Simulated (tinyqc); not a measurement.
One-electron ion in a basis of Gaussians, step by step. Computed by tinyqc, a small Python program that keeps every step. Settings: Z = 4, l = 0. Command: `OMP_NUM_THREADS=1 python tinyqc.py 27159 27160 out.jsonl` (the two numbers bound the seeds that draw the settings). One thread of a shared host (Intel(R) Xeon(R) Processor @ 2.60GHz), about 0.01 s of CPU time with the checks.

## Matrices over normalised Gaussians

exponents of r^l exp(-a r^2) (1/bohr^2): 2.252000  5.739000  14.620000  37.260000  94.940000

Z = 4

l = 0

With p = a_i + a_j and I(k) = Gamma((k+1)/2) / (2 p^((k+1)/2)): S = I(2l+2), T = (2l+3) a_i a_j S / p, V = -Z I(2l+1), each divided by sqrt(S_ii S_jj).

S, lower triangle:
```
          1         2         3         4         5
1  1.000000
2  0.853487  1.000000
3  0.560960  0.853587  1.000000
4  0.315726  0.560940  0.853469  1.000000
5  0.165049  0.315755  0.560873  0.853526  1.000000
```

T (hartree), lower triangle:
```
          1          2          3          4           5
1  3.378000
2  4.141155   8.608500
3  3.283994  10.553498  21.930000
4  2.011469   8.368714  26.884330  55.890000
5  1.089233   5.126472  21.317204  68.517064  142.410000
```

V (hartree), lower triangle:
```
            1           2           3           4           5
1   -9.578869
2  -10.889611  -15.291432
3  -10.399927  -17.383663  -24.406401
4   -8.957554  -16.602022  -27.746151  -38.962918
5   -7.344170  -14.299974  -26.497535  -44.294280  -62.194884
```

## Generalised eigenproblem

H = T + V (hartree), lower triangle:
```
           1          2          3          4          5
1  -6.200869
2  -6.748456  -6.682932
3  -7.115933  -6.830165  -2.476401
4  -6.946085  -8.233308  -0.861821  16.927082
5  -6.254937  -9.173502  -5.180331  24.222784  80.215116
```

Solve H C = S C e through S^(-1/2); each column has its largest component positive (the first on a tie).

eigenvalues of S: 0.010305  0.063965  0.309062  1.210045  3.406622

eigenvalues (hartree): -7.970208  1.571799  22.852896  86.271051  267.307150

coefficients:
```
          1          2          3          4          5
1  0.529834  -1.967879  -1.570155   0.880202  -0.481155
2  0.293688   2.038664   3.852046  -2.873724   1.659734
3  0.229290  -0.341630  -3.111226   4.553279  -3.320692
4  0.030328   0.204736   0.601268  -3.226076   4.389259
5  0.043023   0.001761  -0.199480   0.347442  -2.731933
```

For Z = 4 and l = 0 the exact lowest level is -Z^2/(2 n^2) with n = l + 1: -8.000000 hartree.
